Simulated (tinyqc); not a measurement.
Model parameters from four stresses.

Problem. The threshold shift of a transistor under bias-temperature stress follows dV = A (V/V0)^g exp[-(Ea q/kB)(1/T - 1/T0)] (t/1 s)^n. Find n, A, g and Ea.

Parameters, values chosen for the exercise:
- V0 = 1.8 V (reference stress voltage)
- T0 = 373 K (reference temperature)

Constants: q = 1.602176634e-19 C, kB = 1.380649e-23 J/K. Results are converted to the units shown.

dV at (V0, T0, 10 s), (V0, T0, 1000 s), (1.5 V, T0, 1000 s) and (V0, 398 K, 1000 s) (mV): 13.016627  29.819369  11.554628  37.700204

Solution. Each pair differs in one condition, and the logarithm of its ratio gives one exponent.

n = 0.180
A = 8.60 mV
g = 5.20
Ea = 0.120 eV

Numbers from tinyqc (`OMP_NUM_THREADS=1 python tinyqc.py 2070031 2070032 out.jsonl`; about 0.01 s on one thread of a shared Intel Xeon 2.30GHz).
